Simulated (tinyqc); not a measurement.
Longitudinal sound in a periodic multilayer: transfer matrices, stop bands and folded phonons: one step, computed by the program tinyqc. Command: `OMP_NUM_THREADS=1 python tinyqc.py 3027162 3027163 out.jsonl multilayer walk`. One thread of a shared host (Intel(R) Xeon(R) Processor @ 2.30GHz), about 0.01 s of CPU time with the checks.

Layers 1 and 2 repeat with period d = d_1 + d_2; waves travel normal to the layers, without loss. State vector (u, s): displacement u and stress divided by omega. Impedances Z = rho v are in 1e6 kg/(m^2 s).

Task: Impedances, mean velocity and Bragg frequency. Z = rho v; interface reflection r = (Z_2 - Z_1)/(Z_2 + Z_1) (stress amplitude, from 1 into 2); Bragg frequency f_B = 1/[2 (d_1/v_1 + d_2/v_2)]; long-wave velocity v_eff = d/sqrt[(d_1/v_1)^2 + (d_2/v_2)^2 + (Z_1/Z_2 + Z_2/Z_1)(d_1/v_1)(d_2/v_2)].

Inputs (values chosen for the exercise, modelled on gallium nitride (layer 1), aluminium nitride (layer 2) and gallium arsenide (substrate)): density rho_1 = 6.23 g/cm^3; velocity v_1 = 8130 m/s; thickness d_1 = 489 nm; density rho_2 = 3.27 g/cm^3; velocity v_2 = 11100 m/s; thickness d_2 = 671 nm; substrate density = 5.26 g/cm^3; substrate velocity = 4760 m/s.

Give: Z_1; Z_2; Z of the substrate; interface reflection r; Bragg frequency f_B; long-wave velocity v_eff.

Result:

Z_1 = 50.6499

Z_2 = 36.297

Z of the substrate = 25.0376

interface reflection r = -0.1651

Bragg frequency f_B = 4.146 GHz

long-wave velocity v_eff = 9487 m/s
